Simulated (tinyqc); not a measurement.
Inside a calculation. Method: Hubbard ring of 3 sites. One step of it, computed by the program tinyqc.

Problem. The many-body Hamiltonian. Basis: all placements (u, d, 2, 0 on each site), up operators ordered before down ones; hops carry the sign of the same-spin electrons passed.

one-body matrix (hopping and site energies) (eV), order 1, 2, 3:
$$\begin{pmatrix}
0.000000 & -0.840000 & -0.840000 \\
-0.840000 & 0.000000 & -0.840000 \\
-0.840000 & -0.840000 & 0.000000
\end{pmatrix}$$

U = 11.700000 eV

electrons, up and down: [2, 1]

Give: H.

Solution.

H (eV):
```
         2u0      u20      uud      20u      udu      u02      duu      02u
2u0  11.7000  -0.8400  -0.8400  -0.8400   0.0000   0.0000   0.8400   0.0000
u20  -0.8400  11.7000  -0.8400   0.0000  -0.8400   0.0000   0.0000   0.8400
uud  -0.8400  -0.8400   0.0000   0.0000   0.0000  -0.8400   0.0000   0.0000
20u  -0.8400   0.0000   0.0000  11.7000  -0.8400  -0.8400  -0.8400   0.0000
udu   0.0000  -0.8400   0.0000  -0.8400   0.0000  -0.8400   0.0000  -0.8400
u02   0.0000   0.0000  -0.8400  -0.8400  -0.8400  11.7000   0.0000   0.0000
duu   0.8400   0.0000   0.0000  -0.8400   0.0000   0.0000   0.0000  -0.8400
02u   0.0000   0.8400   0.0000   0.0000  -0.8400   0.0000  -0.8400  11.7000
0u2   0.0000   0.0000   0.8400   0.0000   0.0000  -0.8400  -0.8400  -0.8400

         0u2
2u0   0.0000
u20   0.0000
uud   0.8400
20u   0.0000
udu   0.0000
u02  -0.8400
duu  -0.8400
02u  -0.8400
0u2  11.7000
```
